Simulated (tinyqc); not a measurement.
From one set of inputs to another, one input at a time: out-diffusion of a doped substrate or buried layer into a growing epitaxial film. Computed by tinyqc, a small Python program. Command: `OMP_NUM_THREADS=1 python tinyqc.py 3003263 3003264 out.jsonl buried ladder`. One thread of a shared host (Intel(R) Xeon(R) Processor @ 2.30GHz), about 0.01 s of CPU time with the checks.

x is counted from the original substrate surface into the film, whose surface moves as x = v t. Substrate dopant has one diffusivity; the dopant of the film is taken as uniform.

The inputs printed are set A. Set A is modelled on phosphorus in silicon; the values taken over come from a set modelled on arsenic in silicon. Inputs not listed in the table keep their values of set A, so the rows need not describe a real material.

Inputs (values chosen for the exercise, modelled on phosphorus in silicon):
```
quantity                                            value    unit
prefactor D0                                         4.28  cm^2/s
activation energy E                                   3.7      eV
substrate concentration C_s                       2.1e+18  1/cm^3
film doping C_e                                   1.1e+15  1/cm^3
growth rate v                                        0.45  um/min
film thickness d                                     0.91      um
growth temperature T                                 1000       C
autodoping level at the start, as a share of C_s    3e-05       -
decay length of autodoping                           0.38      um
later thermal budget (Dt)2                        5.6e-11    cm^2
```

Film doping: same type as the substrate.

Constants: k_B = 8.617333262e-05 eV/K.

Method:
- D = D0 exp(-E/(k_B T)); growth time t = d/v; l = 2 sqrt(D t); growth number G = v t/l = d/l; 1 um = 1e-4 cm.
- Temperatures in kelvin are T(C) + 273.15.
- After growth and the later budget: l2 = 2 sqrt(D t + (Dt)2); C(x) = (C_s/2) erfc(x/l2) + share x C_s exp(-x/decay length) for x > 0 (autodoping taken as unchanged by the later budget). The transition x_t solves C(x) = C_e, where the total doping is twice the intended value.
- Usable film = d - x_t. Also give x_t for the erfc term alone, after growth and after the later budget.

Each row keeps all changes above it:
```
input moved                                              from          to  x_t after growth, erfc alone (um)  x_t with autodoping (um)  growth number G
set A                                                       -           -                             0.0502                    0.3512            42.03
autodoping level at the start, as a share of C_s        3e-05       2e-05                             0.0502                    0.3509            42.03
later thermal budget (Dt)2 (cm^2)                     5.6e-11     2.8e-12                             0.0502                    0.0926            42.03
growth temperature T (C)                                 1000        1125                             0.2266                    0.2399             9.31
prefactor D0 (cm^2/s) and activation energy E (eV)  4.28, 3.7  10.6, 4.02                             0.0945                    0.1225            22.32
film doping C_e (1/cm^3)                              1.1e+15     4.9e+15                             0.0816                    0.1056            22.32
film thickness d (um)                                    0.91        0.74                             0.0736                    0.0995            20.12
```

x_t after growth, erfc alone goes from 0.0502 to 0.0736, a factor 1.47 in all. The largest single move comes from growth temperature T (a factor 4.52), and prefactor D0 with activation energy E works against it (a factor 0.417). x_t with autodoping goes from 0.351 to 0.0995, a factor 0.283 in all. The largest single move comes from later thermal budget (Dt)2 (a factor 0.264), and growth temperature T works against it (a factor 2.59). Growth number G goes from 42.0 to 20.1, a factor 0.479 in all. The largest single move comes from growth temperature T (a factor 0.221), and prefactor D0 with activation energy E works against it (a factor 2.40). The single moves hold for this order of the switches; the total does not depend on the order.

Extremes, crossings and ranges named in words are read from the listed rows.
